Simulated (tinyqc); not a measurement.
Changing the thickness t2: two coupled magnetic layers: synthetic antiferromagnet, spin flop, exchange bias and magnetoresistance. Computed by tinyqc, a small Python program. Command: `OMP_NUM_THREADS=1 python tinyqc.py 3004762 3004763 out.jsonl saf sweep`. One thread of a shared host (Intel(R) Xeon(R) Processor @ 2.30GHz), about 0.2 s of CPU time with the checks.

Moments lie in the plane at the angles p1, p2 from the field. Energy per area: E = J1 cos(p1 - p2) + J2 cos^2(p1 - p2) - B M_s (t1 cos p1 + t2 cos p2) + K (t1 sin^2 p1 + t2 sin^2 p2).

Inputs (values chosen for the exercise, for a model stack): saturation magnetisation M_s = 809 kA/m; thickness t1 = 3.8 nm; antiferromagnetic coupling J1 = 1.1 mJ/m^2; biquadratic coupling J2 = 0 mJ/m^2; in-plane anisotropy K = 13 kJ/m^3; field over the saturation field = 0.32; exchange-bias energy J_ex = 0.19 mJ/m^2.

Field direction: along the easy axis.

Method:
- The parallel state is stable while the Hessian at p1 = p2 = 0 is positive: with c = J1 + 2 J2 and u = B M_s + 2K, (u t1 - c)(u t2 - c) > c^2, so B_sat M_s = c (1/t1 + 1/t2) - 2K. B_K = 2K/M_s.
- With p1 = 0, p2 = 180 degrees and c2 = J1 - 2 J2 the Hessian is [[c2 + t1 (2K + b), -c2], [-c2, c2 + t2 (2K - b)]], b = B M_s; its determinant vanishes at the positive root of t1 t2 b^2 - c2 (t1 - t2) b - [2K c2 (t1 + t2) + 4 K^2 t1 t2] = 0.
- A rigid antiparallel pair has the net moment M_s (t1 - t2), so the same J_ex holds it up to J_ex/(M_s (t1 - t2)).

One run for each value; columns: (1) thickness t2 (nm); (2) saturation field B_sat (mT); (3) stability limit B_sf of the antiparallel state (mT); (4) bias field, rigid pair (mT):
```
(1)      (2)     (3)     (4)
1.52  1220.2  604.96  103.01
1.85  1060.7  456.38  120.44
2.18   949.4  357.12  144.97
2.51   867.4  287.90  182.06
2.84   804.4  238.17  244.64
3.17   754.6  201.63  372.79
3.50   714.2  174.25  782.86
```

What does the table show, and why?

Over the rows, saturation field B_sat (mT) falls from 1220 to 714 (exponent d ln y / d ln x -0.71 between the first rows and -0.56 between the last); stability limit B_sf of the antiparallel state (mT) falls from 605 to 174 (exponent d ln y / d ln x about -1.5 throughout); bias field, rigid pair (mT) rises from 103 to 783 (exponent d ln y / d ln x 0.80 between the first rows and 7.5 between the last). The bias field of the rigid pair diverges as t2 nears t1, where the net moment vanishes.

Caution (rows 2.51, 2.84, 3.17, 3.50): at such fields the pair is no longer rigid.
